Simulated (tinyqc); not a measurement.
## Permittivity and interlayer from two capacitances

Inverse problem. A two-layer stack has Cox = eps0/(t1/e1 + t2/e2) and EOT = 3.9 eps0/Cox. Find e2, the EOT of layer 1 and, with e1 given, t1.

Inputs (values chosen for the exercise):

| symbol | value | unit | meaning |
|---|---|---|---|
| e1 | 3.93 |  | relative permittivity of layer 1 |

Constants: eps0 = 8.8541878128e-14 F/cm where lengths are in cm. Results are converted to the units shown.

Cox at t2 = 2.1 and 8.2 nm (uF/cm^2): 3.0608031  1.6449764

Answer. EOT is linear in t2 with slope 3.9/e2, and its intercept is the EOT of layer 1.

e2 = 24.50
EOT of layer 1 = 0.7939 nm
t1 = 0.8000 nm

Numbers from tinyqc (`OMP_NUM_THREADS=1 python tinyqc.py 2010120 2010121 out.jsonl`; about 0.01 s on one thread of a shared Intel Xeon 2.30GHz).
